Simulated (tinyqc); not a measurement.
Ellipsoidal valleys in the axes of a wafer and a channel: one step. Tensors of the valley z. Two cases, with inputs chosen for the exercise.

Question. Form w and the reduced tensor u.

Valleys with axes a along x, y and z, one whole valley each; inverse mass tensor w = 1/mt + (1/ml - 1/mt) a a. Device axes: z = nz/|nz|, x = nx/|nx|, y = z cross x; in them a = (ax, ay, az). Confinement mass mz = 1/w_zz. In the plane w_ij is replaced by u_ij = w_ij - w_iz w_jz/w_zz (i, j = x, y); density-of-states mass md = 1/sqrt(det u); conductivity mass along x mc = 1/u_xx; ballistic transport mass mx = u_yy/det u, width mass my = 1/u_yy.

Case 1.

Values chosen (out of a larger set: near those of the X valleys of AlAs; not measured data): ml = 1.11 m0 (longitudinal mass); mt = 0.203 m0 (transverse mass).

valley axes:
```
          ax         ay        az
x   0.707107   0.639602  0.301511
y  -0.707107   0.639602  0.301511
z   0.000000  -0.426401  0.904534
```

Case 2.

Values chosen (out of a larger set: near those of the X valleys of AlAs; not measured data): ml = 1.099 m0 (longitudinal mass); mt = 0.193 m0 (transverse mass).

valley axes:
```
          ax         ay        az
x   0.707107   0.408248  0.577350
y  -0.707107   0.408248  0.577350
z   0.000000  -0.816497  0.577350
```

Give: w; u.

Answer.

Case 1.

w (1/m0):
```
        x       y       z
x  4.9261  0.0000  0.0000
y  0.0000  4.1943  1.5525
z  0.0000  1.5525  1.6328
```

u (1/m0):
```
        x       y
x  4.9261  0.0000
y  0.0000  2.7181
```

Case 2.

w (1/m0):
```
        x       y       z
x  5.1813  0.0000  0.0000
y  0.0000  2.3337  2.0136
z  0.0000  2.0136  3.7575
```

u (1/m0):
```
        x       y
x  5.1813  0.0000
y  0.0000  1.2547
```

The axis is tilted against the normal, so w_xz or w_yz is not zero and the reduction changes the masses in the plane.

Computed by tinyqc, one run a case: `OMP_NUM_THREADS=1 python tinyqc.py N N+1 out.jsonl` with N = 1880318, 1880988; one thread of a shared Intel(R) Xeon(R) Processor @ 2.30GHz, about 0.01 s a run at most.
